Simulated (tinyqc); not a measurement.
Gain factor and gap resistance from two string resistances.

Inverse problem. At small bit-line voltage each of the 96 cells has the resistance 1/(K x) at overdrive x (no mobility reduction) in series with a gap resistance Rg. Find K, Rg and the share of the gaps at the higher overdrive.

resistance of a string of 96 equal cells at overdrives of 3.4 and 7.8 V (kohm): 8851.6983  4167.1095

Answer. The resistance per cell is a straight line in 1/x with slope 1/K and intercept Rg.

K = 3.40 uA/V^2
Rg = 5.70 kohm
share of the gaps = 13.1 %

tinyqc, about 0.6 s, one thread, Intel Xeon 2.30GHz (shared host): `OMP_NUM_THREADS=1 python tinyqc.py 2142227 2142228 out.jsonl`
